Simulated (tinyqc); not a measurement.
Inside a calculation. Method: Hubbard ring of 5 sites. One step of it, computed by the program tinyqc.

Question. Mean-field iteration 2. H(up) = T + U n(down), H(down) = T + U n(up); fill the lowest levels; n(new) = n + mixing (n(out) - n); E = tr T (rho up + rho down) + U sum n_up n_down of the output.

one-body matrix (hopping and site energies) (eV), lower triangle:
```
           1          2          3          4         5
1   0.650000
2  -1.080000  -0.290000
3   0.000000  -1.080000   0.970000
4   0.000000   0.000000  -1.080000  -0.190000
5  -1.080000   0.000000   0.000000  -1.080000  0.940000
```

U = 4.900000 eV

electrons, up and down: 1  1

mixing = 0.500000

n(up) after iteration 1: 1 0.177786, 2 0.257131, 3 0.182673, 4 0.222442, 5 0.159968

n(down) after iteration 1: 1 0.177786, 2 0.257131, 3 0.182673, 4 0.222442, 5 0.159968

Give: levels, up; levels, down; energy; n(up) after iteration 2; n(down) after iteration 2.

Answer.

levels, up (eV): -0.806  0.419  0.980  3.165  3.221

levels, down (eV): -0.806  0.419  0.980  3.165  3.221

energy = -2.614 eV

n(up) after iteration 2: 1 0.175, 2 0.254, 3 0.174, 4 0.240, 5 0.157

n(down) after iteration 2: 1 0.175, 2 0.254, 3 0.174, 4 0.240, 5 0.157
